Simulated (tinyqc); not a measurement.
Thin-body film or fin with hard walls, valleys of the Si type, step by step. Values are carried at full precision from step to step, so a last printed digit may differ when a step is redone from the rounded ones.

Six ellipsoidal valleys with their long axes along the cube axes, mass ml along the axis and mt across it. For a valley whose axis makes the angle theta with the surface normal, 1/m_z = cos^2(theta)/ml + sin^2(theta)/mt sets the confinement; in the plane the masses are m_1 = mt and m_2 = ml mt/m_z, and m_d = sqrt(m_1 m_2).

Constants: hbar^2/2m0 = 3.80998211 eV angstrom^2; kB = 8.617333262e-05 eV/K.

Parameters, chosen for this exercise (near those of Si; the results hold for these values, not for the real material): ml = 0.913 m0 (longitudinal mass); mt = 0.193 m0 (transverse mass); face = 100 (face of the film or side wall of the fin); t = 102 angstrom (body thickness); T = 300 K (temperature); g_all = 6 (number of valleys); Ns = 1.2 x 1e12/cm^2 (sheet density in the on state); alpha = 0.5 1/eV (non-parabolicity).

## Valley masses for the (100) face

Group the valleys by their angle to the normal, heaviest m_z first.

Valleys (masses in m0):
```
valleys g  cos^2(theta)     m_z     m_1     m_2     m_d
2                1.0000  0.9130  0.1930  0.1930  0.1930
4                0.0000  0.1930  0.1930  0.9130  0.4198
```

## Subband edges

A film of thickness t between hard walls, flat band inside: E_n = c (n pi/t)^2/m_z above the bulk edge, c = hbar^2/2m0. Without degeneracy the sheet density is N2 exp((EF - Ec)/kB T) with N2 = sum_i g m_d/(2 pi c) kB T exp(-E_i/kB T) over n = 1 to 40 of each group; a classical film has t Nc with Nc = 2 g_all (m_dos kB T/(4 pi c))^(3/2), m_dos = (ml mt^2)^(1/3). The threshold shift is dVt = kB T ln(t Nc/N2).

The seven lowest levels of all groups together; primes mark the lighter m_z.

Subbands:
```
label  valleys g  E (eV)
1              2  0.0040
2              2  0.0158
1'             4  0.0187
3              2  0.0356
4              2  0.0633
2'             4  0.0749
5              2  0.0990
```

The second subband, 2, lies 11.9 meV above the first, 0.5 kB T at 300 K.

## Effective density of states and threshold shift

Sum the subbands; 1/angstrom^2 = 1e16/cm^2 and 1/angstrom^3 = 1e24/cm^3.

terms of N2 by group (1e12/cm^2): 7.356  9.815

Nc = 2.777 x 1e19/cm^3
t Nc = 28.321 x 1e12/cm^2
dVt = 12.9 mV

Confinement leaves 61 % of the classical states; the heaviest group holds 43 % of the electrons, against 33 % in the bulk.

## Filling at a given sheet density

n_i = g m_d/(2 pi c) kB T ln(1 + exp((EF - E_i)/kB T)) over the levels listed; solve sum n_i = Ns (1e12/cm^2 = 1e-4/angstrom^2); the band bending of the charge itself is left out. c = hbar^2/2m0.

EF = -0.0682 eV

n_i in the order of the list (1e12/cm^2): 0.248  0.158  0.616  0.074  0.026  0.071  0.006

The fullest subband is 1', with 51 %.

## Non-parabolic correction

Each level E0 of the list is replaced by the root of E (1 + alpha E) = E0.

Levels (eV):
```
label  parabolic  corrected
1         0.0040     0.0040
2         0.0158     0.0157
1'        0.0187     0.0186
3         0.0356     0.0350
4         0.0633     0.0615
2'        0.0749     0.0723
5         0.0990     0.0945
```

The lowest level drops by 0.0 meV.

## Checks

- N2 of a 3000 angstrom film, summed over n to convergence, plus the half-term of the walls against t Nc, 1/angstrom^2: both 0.083299.

Computed by tinyqc, a small Python program: `OMP_NUM_THREADS=1 python tinyqc.py 1250469 1250470 out.jsonl` (the numbers bound the seed that draws the inputs); one thread of a shared host (Intel(R) Xeon(R) Processor @ 2.30GHz), about 0.01 s for the whole set of steps.
